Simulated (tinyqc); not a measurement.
Inside a calculation. Method: Luttinger-Kohn k.p, four valence bands. One step of it, computed by the program tinyqc.

Task: Levels at k. Diagonalise the Hermitian matrix.

H(k) at k (eV), order 3/2, 1/2, -1/2, -3/2:
```
[[0.240742, 0.074134-0.083175i, 0.010363+0.136407i, 0.000000],
 [0.074134+0.083175i, 0.170679, 0.000000, 0.010363+0.136407i],
 [0.010363-0.136407i, 0.000000, 0.170679, -0.074134+0.083175i],
 [0.000000, 0.010363-0.136407i, -0.074134-0.083175i, 0.240742]]
```

Give: eigenvalues.

Result:

eigenvalues (eV): [0.0258, 0.0258, 0.3856, 0.3856]
